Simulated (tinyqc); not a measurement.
Inside a calculation. Model: microkinetic model of low-temperature epitaxy from hydride gases: adsorption, hydrogen desorption and rate control. Computed by tinyqc, a small Python program that keeps every step. Command: `OMP_NUM_THREADS=1 python tinyqc.py 3016723 3016724 out.jsonl hepi walk`. One thread of a shared host (Intel(R) Xeon(R) Processor @ 2.30GHz), about 0.01 s of CPU time with the checks. Intermediate numbers are printed to about 6 digits and carried at full precision; extremes and crossings named in words are read from the listed rows.

Each hydride molecule needs two free sites and leaves four hydrogen atoms, of which two leave at once as H2; theta is the hydrogen coverage, the site density is 6.78 per nm^2 and one layer is 1.358 angstrom thick.

Inputs (values chosen for the exercise, close to those used for silane, with second-order desorption as on Si(111) but the site density of Si(001)): silane pressure p_S = 4.4 Pa; sticking prefactor of silane s0 = 0.014; adsorption barrier E_s = 0.16 eV; desorption prefactor nu_d = 8.4e+12 1/s; desorption energy on silicon E_d = 2.05 eV; hydrogen carrier pressure p_H = 940 Pa; sticking of hydrogen s_H = 2.6e-08; temperature T = 650 C.

Film: silicon. Order of hydrogen desorption: second.

Constants: k_B = 8.617333262e-05 eV/K; u = 1.6605390666e-27 kg; k_B = 1.380649e-23 J/K.

## Rate constants

Flux per site F = p/(sqrt(2 pi M k_B T) x 6.78e18 per m^2), M = 32.12 u (silane), 2.016 u (hydrogen); s = s0 exp(-E_s/(k_B T)); k_S = s F_S = k; k_H = s_H F_H; k_d = nu_d exp(-E_d/(k_B T)). Temperatures in kelvin are T(C) + 273.15.

k = 18.6028 1/s

k_H = 0.220158 1/s

k_d = 54.0329 1/s

## Coverage and growth rate

With k the hydride and k_H the hydrogen adsorption rate on free pairs and k_d the desorption rate, steady state: 2 (k + k_H)(1 - theta)^2 = k_d theta^2; growth rate R = k (1 - theta)^2 layers/s; 1 layer/s = 8.148 nm/min. With c = 2 (k + k_H)/k_d the free share is 1 - theta = 1/(1 + sqrt(c)).

c = 0.696723

hydrogen coverage theta = 0.454952

growth rate R in layers = 5.52648 layers/s

growth rate G = 45.0298 nm/min

Adsorption and desorption share control.

## Degrees of rate control

X_i = d ln R/d ln k_i at fixed other constants. With f = 1 - theta and a = 2/f + 2/theta: d ln f/d ln k_d = 1/(a f), so X_d = 2/(a f), X_k = 1 - X_d k/(k + k_H), X_H = -X_d k_H/(k + k_H); they sum to 1.

X_d (desorption) = 0.454952

X_k (hydride adsorption) = 0.550370

X_H (hydrogen adsorption) = -0.00532122

## Two regimes over temperature

Limits: desorption-limited R = k_d k/(2 (k + k_H)), adsorption-limited R = k.

Growth:
```
T (C)     theta   G (nm/min)  desorption limit (nm/min)  adsorption limit (nm/min)
400    0.986829  1.45885e-02                1.49805e-02                     84.102
450    0.959693  1.59525e-01                1.73206e-01                     98.191
500    0.897627  1.17501e+00                1.45830e+00                    112.116
550    0.784609  5.83262e+00                9.47451e+00                    125.722
600    0.625790  1.94505e+01                4.96676e+01                    138.900
650    0.454952  4.50298e+01                2.17555e+02                    151.576
700    0.309001  7.81645e+01                8.18632e+02                    163.703
750    0.202865  1.11361e+02                2.70593e+03                    175.254
800    0.132368  1.40184e+02                8.00073e+03                    186.221
850    0.087320  1.63767e+02                2.14783e+04                    196.603
```

The apparent activation energy of G is 2.01 eV between the first rows and 0.32 eV between the last; full hydrogen cover gives a value near the desorption energy (plus E_s where k_H far exceeds k), a bare surface one near E_s less k_B T/2 from the flux. The coverage passes one half between 600 and 650 C, the knee of the Arrhenius plot.

Checks made by the program: steady coverage against time integration of d theta/dt (relative difference below 1e-10); degree of control against a finite difference (relative difference below 1e-10).
